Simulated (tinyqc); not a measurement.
Comparisons within one model: exciton in a hard-walled quantum well (variational). A value that a table varies takes the place of the one given here.

Electron and hole in the lowest states cos(pi z/L) of a hard-walled well; relative motion in the plane exp(-rho/lam). E(lam) = c/(mu lam^2) - (q/eps) <1/r>, <1/r> = integral over k from 0 to infinity of F(kL) (1 + (k lam/2)^2)^(-3/2), F(x) = [3x + 8 pi^2/x - 32 pi^4 (1 - exp(-x))/(x^2 (x^2 + 4 pi^2))]/(x^2 + 4 pi^2); c = hbar^2/2m0, q = e^2/(4 pi eps0). E is counted from the subband edge.

Constants: hbar^2/2m0 = 3.80998211 eV angstrom^2; e^2/(4 pi eps0) = 14.39964547 eV angstrom; Ry = 13.60569312 eV.

Parameters, chosen for this exercise (near those of CdTe; the results hold for these values, not for the real material): xs = (0.032, 0.22, 0.82, 2.2, 6.8, 13, 55, 74) ((E - Eg)/Ry*); eps = 10.3 (dielectric constant); Ls = (11, 22, 45, 60, 160, 210, 380) angstrom (widths); me = 0.096 m0 (electron mass); mh = 0.318 m0 (hole mass); L = 20 angstrom (well width).

## Coulomb enhancement above the gap (Wannier exciton and Elliott formula)

Ry* = 9.4568 meV

With x = (E - Eg)/Ry* and y = pi/sqrt(x): S3 = y exp(y)/sinh(y), and S2 = exp(y)/cosh(y). Free-pair absorption goes as sqrt(x) in three dimensions and is constant in two.

Factors:
```
x      E - Eg (meV)  sqrt(x)      S3  S3 sqrt(x)     S2
0.032          0.30    0.179  35.124       6.283  2.000
0.22           2.08    0.469  13.396       6.283  2.000
0.82           7.75    0.906   6.945       6.289  1.998
2.2           20.80    1.483   4.298       6.375  1.971
6.8           64.31    2.608   2.647       6.904  1.835
13           122.94    3.606   2.112       7.617  1.702
55           520.12    7.416   1.483      10.996  1.400
74           699.80    8.602   1.409      12.123  1.350
```

What can be read from the table?

In three dimensions the product tends to 2 pi = 6.283 at the edge (6.283 in the first row), so the square-root onset becomes a step. Even 700 meV above the gap the enhancement is 1.41; it decays only as 1 + pi/sqrt(x) = 1.37. In two dimensions it never exceeds 2 and has fallen to 1.35. The last rows lie beyond the range of parabolic bands.

## Width of the well

mu = 0.073739 m0
a* = 73.916 angstrom

The minimum for each width. The strength per area goes as |phi(0)|^2 = 2/(pi lam^2), listed relative to the strict two-dimensional value.

Results:
```
L (angstrom)  L/a*  lam (angstrom)  binding (meV)  in Ry*  strength
11            0.15            43.7          31.56   3.338     0.714
22            0.30            48.7          27.87   2.947     0.576
45            0.61            56.8          23.11   2.444     0.423
60            0.81            61.2          21.05   2.226     0.365
160           2.16            83.0          14.11   1.492     0.198
210           2.84            91.5          12.37   1.308     0.163
380           5.14           114.8           9.01   0.953     0.104
```

What does this show, and why?

The binding falls from 3.34 to 0.95 Ry*. It drops below the bulk value Ry* between 210 and 380 angstrom, which is a failure of the trial function: it has no correlation along z, so it cannot reach the bulk limit. Even at L = 0.15 a* only 83 % of the two-dimensional limit is reached. With finite barriers the binding would peak at some width and fall again as the carriers leak out.

## What each parameter does

1/mu = 1/me + 1/mh, Ry* = Ry mu/eps^2; the minimum over lam. Each row changes one parameter from the base and keeps the others.

Results:
```
case             binding (meV)  lam (angstrom)  binding/Ry*
base                     28.44            47.9        3.008
me = 0.115 m0            31.64            42.8        2.921
mh = 0.445 m0            30.02            45.2        2.965
eps = 11.3               24.08            51.7        3.064
L = 28 angstrom          26.36            51.0        2.787
```

How do the results move?

The largest shifts from the base row, up to three for each result and ties (the steps differ in size, so this ranks the rows, not the parameters). binding (meV): eps -4.37, me +3.20, L -2.09. lam (angstrom): me -5.0, eps +3.8, L +3.2. binding/Ry*: L -0.221, me -0.086, eps +0.057.

Run: tinyqc, `OMP_NUM_THREADS=1 python tinyqc.py 1280514 1280515 out.jsonl`; Intel(R) Xeon(R) Processor @ 2.30GHz, one thread, shared host; about 0.02 s of CPU time with all checks.
